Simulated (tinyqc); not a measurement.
Classical nucleation, growth and JMAK kinetics of crystallisation from a melt or glass: one step, computed by the program tinyqc.

A spherical nucleus with a sharp interface of isotropic energy gamma; lambda = Omega^(1/3) is the jump distance.

Task: Steady nucleation rate. Driving force per volume: dG = H [(T_m - T)/T_m] [2 T/(T_m + T)]. Shape factor f = 1. W(r) = f [4 pi r^2 gamma - (4/3) pi r^3 dG]; r* = 2 gamma/dG; W* = f 16 pi gamma^3/(3 dG^2); n* = f (4/3) pi r*^3/Omega. D = D0 exp(-Q/(k_B T)); attachment rate k+ = (A*/lambda^2) D/lambda^2 with A* = 4 pi r*^2; Zeldovich factor Z = sqrt(W*/(3 pi k_B T))/n*; sites per volume N = 1/Omega; I = N Z k+ exp(-W*/(k_B T)); lag time = 1/(4 pi Z^2 k+).

Inputs (values chosen for the exercise, for a model substance):
```
quantity,value,unit
melting point T_m,1430,K
heat of melting per volume H,3070,J/cm^3
interface energy gamma,0.268,J/m^2
atomic volume Omega,15.4,angstrom^3
temperature T,938,K
diffusion prefactor D0,3.1e-06,m^2/s
activation energy Q,0.713,eV
```

Nucleation: homogeneous. Driving force: Thompson-Spaepen.

Constants: k_B = 8.617333262e-05 eV/K; k_B = 1.380649e-23 J/K.

Give: diffusivity D; attachment rate k+; Zeldovich factor Z; sites N; nucleation rate I; lag time.

Result:

diffusivity D = 4.576e-10 m^2/s

attachment rate k+ = 6.158e+11 1/s

Zeldovich factor Z = 0.02718

sites N = 6.494e+28 1/m^3

nucleation rate I = 3.892e+23 1/(m^3 s)

lag time = 1.750e-10 s
